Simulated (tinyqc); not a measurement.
## Body thickness for a wanted scale length

Problem. A double-gate structure has tan(pi ti/Lambda) tan(pi ts/(2 Lambda)) = ei/eps_r, both angles below pi/2. Find ts.

Values chosen for this exercise; permittivities: semiconductor close to that of silicon, insulator close to that of silicon dioxide:
```
symbol,value,unit,meaning
eps_r,11.9,,relative permittivity of the semiconductor
ei,4.05,,relative permittivity of the insulator
ti,1,nm,insulator thickness
```

Lambda = 10.177928 nm

Solution. The condition is explicit in ts: an arctangent, taken between 0 and pi/2.

ts = 5.30 nm

Program tinyqc, `OMP_NUM_THREADS=1 python tinyqc.py 2420046 2420047 out.jsonl`; Intel Xeon 2.30GHz, shared host, one thread, about 0.01 s.
